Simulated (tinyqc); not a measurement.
# Gain of the pnp from the holding current

Problem. On state with both base-emitter voltages at Von: npn base current Ib = (Von/Rs + bp Von/Rw)/(bn bp - 1), holding current Ih = (bn + 1) Ib + Von/Rs. Find bp.

Parameters, values chosen for the exercise:
```
symbol,value,unit,meaning
bn,20.5,,current gain of the npn
Rs,520,ohm,substrate resistance shunting the npn
Rw,4800,ohm,well resistance shunting the pnp
Von,0.75,V,base-emitter voltage in the on state
```

Ih = 3.9412723 mA

Solution. Ih gives Ib, and Ib (bn bp - 1) = Von/Rs + bp Von/Rw is linear in bp.

bp = 0.7000

Program tinyqc, `OMP_NUM_THREADS=1 python tinyqc.py 2670135 2670136 out.jsonl`; Intel Xeon 2.30GHz, shared host, one thread, about 0.06 s.
